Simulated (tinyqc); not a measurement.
Peak against initial coverage: adsorption as a lattice gas: isotherms with interactions, competition, desorption peaks and saturation dose. Computed by tinyqc, a small Python program. Command: `OMP_NUM_THREADS=1 python tinyqc.py 3007059 3007060 out.jsonl adsorb walk`. One thread of a shared host (Intel(R) Xeon(R) Processor @ 2.30GHz), about 0.2 s of CPU time with the checks.

One adsorbate per site; a molecule needs 1 empty site. Gas and surface have the same temperature.

Inputs (values chosen for the exercise, for a model surface):

| quantity | value | unit |
|---|---|---|
| desorption energy E | 1.89 | eV |
| prefactor nu | 2.6e+12 | 1/s |
| pair energy w (positive repels) | 0.036 | eV |
| neighbours z | 3 | - |
| heating rate beta | 0.54 | K/s |

Adsorption: molecular (first order).

Constants: k_B = 8.617333262e-05 eV/K.

Method. Heating at the rate beta: d theta/dT = -(nu/beta) theta^1 exp(-[E - z w theta]/(k_B T)). Integrated numerically (relative tolerance 1e-9); T_p is the maximum of the rate.

Peak temperatures (K):

| theta_0 | w = 0 | with w |
|---|---|---|
| 0.1 | 680.05 | 677.15 |
| 0.3 | 680.05 | 671.29 |
| 0.5 | 680.05 | 665.35 |
| 0.7 | 680.05 | 659.33 |
| 0.9 | 680.05 | 653.23 |

Without interaction the peak does not move; with w it moves by -23.9 K, so repulsion in first order mimics second-order kinetics.

Extremes, crossings and ranges named in words are read from the listed rows.
